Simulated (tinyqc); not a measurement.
# Gate voltage for a given inversion charge

Problem. p-type body, charge-sheet picture, depletion and inversion only, full ionisation (an idealisation for deep acceptors), Boltzmann statistics (rough once Na exp(x - xn) passes about Nc/7). In units of Vt: xg = (Vg - Vfb)/Vt, x = psi/Vt, G = gamma/sqrt(Vt), xn = (2 phiF + Vc)/Vt. The implicit equation is (xg - x)^2 = G^2 [x - 1 + exp(x - xn)] for x above about 3. Cox = eps0 eox/tox. ni = sqrt(Nc Nv) exp(-Eg/(2 Vt)), Eg in volts; phiF = Vt ln(Na/ni); gamma = sqrt(2 q eps0 eps_r Na)/Cox. N_inv = (Cox Vt G/q) [sqrt(x - 1 + exp(x - xn)) - sqrt(x - 1)]. Find x - xn, psi and Vg.

Inputs (values chosen for the exercise); band and dielectric values close to those of silicon:
- T = 250 K (temperature)
- Eg = 1.11 eV (band gap)
- eps_r = 11.6 (relative permittivity)
- Nc = 2.09e19 cm^-3 (conduction-band density of states at T)
- Nv = 1.98e19 cm^-3 (valence-band density of states at T)
- eox = 3.9 (relative permittivity of the gate insulator (close to silicon dioxide))
- tox = 8.7 nm (insulator thickness)
- Na = 1.1e18 cm^-3 (acceptor density)
- Vfb = -0.59 V (flat-band voltage)
- Vc = 0.5 V (channel-body voltage)

Constants: q = 1.602176634e-19 C, kB = 1.380649e-23 J/K, Vt = kB T/q, eps0 = 8.8541878128e-14 F/cm where lengths are in cm. Results are converted to the units shown.

N_inv = 1.6e11 cm^-2

Solution. N_inv rises steadily with x, so it fixes x; the implicit equation then gives xg directly.

x - xn = 1.594
psi = 1.519 V
Vg = 2.848 V

Program tinyqc, `OMP_NUM_THREADS=1 python tinyqc.py 2122075 2122076 out.jsonl`; Intel Xeon 2.30GHz, shared host, one thread, about 0.01 s.
